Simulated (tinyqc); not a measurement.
# Band bending at a free surface with one surface level, surface photovoltage and Kelvin probe: what changes with what

n-type bulk, xi = Ec - EF = Vt ln(Nc/Nd), p0 = ni^2/Nd, ni = sqrt(Nc Nv) exp(-Eg/(2 Vt)), Eg in volts. b is the upward band bending, u = b/Vt. Space charge per area, in units of q: Qc = sign(b) sqrt((2 eps0 eps_r Vt/q) [(Nd + dn)(exp(-u) - 1) + Nd u + (p0 + dn)(exp(u) - 1)]), with dn the excess density under light (flat quasi-Fermi levels; 0 in the dark). The level holds -Ns f, f = 1/(1 + exp((xi + b - Es)/Vt)). Neutrality: Qc + Qf + (charge of the states) = 0.

Values chosen for this exercise; band and dielectric values close to those of gallium nitride: temperature T = 300 K; band gap Eg = 3.47 eV; relative permittivity eps_r = 9.67; conduction-band density of states at T Nc = 2.3e18 cm^-3; valence-band density of states at T Nv = 4.62e19 cm^-3; electron affinity chi = 4.18 eV; donor density Nd = 3.1e15 cm^-3; fixed positive charge at the surface Qf = 0 cm^-2; work function of the probe tip pt = 4.2 eV; density of an acceptor-like surface level Ns = 1.4e11 cm^-2; its depth below the conduction edge Es = 0.5 eV.

Constants: q = 1.602176634e-19 C, kB = 1.380649e-23 J/K, Vt = kB T/q, eps0 = 8.8541878128e-14 F/cm where lengths are in cm. Results are converted to the units shown.

Each table varies one quantity; the others keep the values above.

## Photovoltage against injection

Under chopped light the surface charge keeps its dark value, so b falls to bL with Qc(bL, dn) = Qc(b, 0); the photovoltage is b - bL.

Result of one run:

| dn (cm^-3) | bL (V) | photovoltage (mV) | share of b removed (%) |
|---|---|---|---|
| 2.6e15 | 0.06630 | 242.0 | 78.50 |

What becomes of these results when the excess carrier density under light dn is changed from 2.6e15 to 2.6e16 cm^-3, all else the same?

Result of the changed run:

| dn (cm^-3) | bL (V) | photovoltage (mV) | share of b removed (%) |
|---|---|---|---|
| 2.6e16 | 0.02761 | 280.7 | 91.04 |

The whole series:

| dn (cm^-3) | bL (V) | photovoltage (mV) | share of b removed (%) |
|---|---|---|---|
| 2.5e6 | 0.3083 | 0.003153 | 0.001023 |
| 2.5e7 | 0.3083 | 0.03149 | 0.01021 |
| 2.5e8 | 0.3080 | 0.3116 | 0.1010 |
| 2.5e9 | 0.3055 | 2.827 | 0.9168 |
| 2.5e10 | 0.2917 | 16.60 | 5.382 |
| 2.5e11 | 0.2599 | 48.43 | 15.71 |
| 2.5e12 | 0.2168 | 91.50 | 29.68 |
| 2.5e13 | 0.1684 | 140.0 | 45.40 |
| 2.5e14 | 0.1173 | 191.0 | 61.95 |
| 2.6e15 | 0.06630 | 242.0 | 78.50 |
| 2.6e16 | 0.02761 | 280.7 | 91.04 |

The photovoltage rises from 0.00315 to 281 mV, towards the full b = 308 mV. Its steepest rise is 51.0 mV a decade (Vt ln 10 = 59.5 mV), and it reaches 91.0 % of b in the last row: even strong light does not flatten the bands fully, so a saturation reading understates b. For dn = 2.6e16 the injection is high, and a Dember voltage, left out here, adds to the signal.

## Pinning by the surface states

Same model as above.

b solves the neutrality condition in the dark.

Result of one run:

| Ns (cm^-2) | b (V) | xi + b (eV) | Qc (cm^-2) |
|---|---|---|---|
| 3.9e12 | 0.41964 | 0.59050 | 1.1422e11 |

What becomes of these results when the density of an acceptor-like surface level Ns is changed from 3.9e12 to 2.4e10 cm^-2, all else the same?

Result of the changed run:

| Ns (cm^-2) | b (V) | xi + b (eV) | Qc (cm^-2) |
|---|---|---|---|
| 2.4e10 | 0.037075 | 0.20794 | 2.4000e10 |

The whole series:

| Ns (cm^-2) | b (V) | xi + b (eV) | Qc (cm^-2) |
|---|---|---|---|
| 2.4e10 | 0.037075 | 0.20794 | 2.4000e10 |
| 6.7e10 | 0.16088 | 0.33175 | 6.6900e10 |
| 1.8e11 | 0.32375 | 0.49461 | 9.9348e10 |
| 5.1e11 | 0.36378 | 0.53465 | 1.0581e11 |
| 1.4e12 | 0.39272 | 0.56358 | 1.1025e11 |
| 3.9e12 | 0.41964 | 0.59050 | 1.1422e11 |
| 1.1e13 | 0.44610 | 0.61696 | 1.1800e11 |
| 2.9e13 | 0.47060 | 0.64146 | 1.2139e11 |
| 8.1e13 | 0.49649 | 0.66735 | 1.2487e11 |

b rises from 0.0371 to 0.496 V. The level is over 95 % full (Qc near Ns - Qf) in the 2 rows with xi + b more than 3 Vt short of Es = 0.5 eV. Beyond that it empties, and between the last two rows b gains only 58.0 mV a decade.

## Kelvin-probe contrast of the doping

Same model as above.

Work function chi + xi + b; contact potential difference CPD = (work function of the sample) - pt.

Results:

| Nd (cm^-3) | xi (eV) | b (V) | CPD (mV) |
|---|---|---|---|
| 1.3e14 | 0.2529 | 0.2945 | 527.4 |
| 3.2e14 | 0.2296 | 0.3032 | 512.7 |
| 7.9e14 | 0.2062 | 0.3098 | 496.0 |
| 4.8e15 | 0.1596 | 0.2971 | 436.6 |
| 1.2e16 | 0.1359 | 0.1784 | 294.3 |
| 2.9e16 | 0.1131 | 0.08824 | 181.3 |
| 7.3e16 | 0.08919 | 0.04673 | 115.9 |
| 1.8e17 | 0.06586 | 0.02691 | 72.77 |

Estimate the missing row, Nd = 2e15 cm^-3.

Computed row:

| Nd (cm^-3) | xi (eV) | b (V) | CPD (mV) |
|---|---|---|---|
| 2e15 | 0.1822 | 0.3117 | 473.9 |

With this row back in the table: xi falls by 187 mV over the table and the CPD by 455 mV; b goes from 0.295 through a maximum of 0.312 (at Nd = 2e15 cm^-3 among the rows listed) to 0.0269 V. Between the first two rows the CPD follows 62.9 % of the change of xi, and between the last two 185 %. It is below 100 % where b rises with the doping (pinning hides it). It exceeds 100 % where b falls as the doping rises.

tinyqc, about 0.02 s, one thread, Intel Xeon 2.30GHz (shared host): `OMP_NUM_THREADS=1 python tinyqc.py 2430136 2430137 out.jsonl`
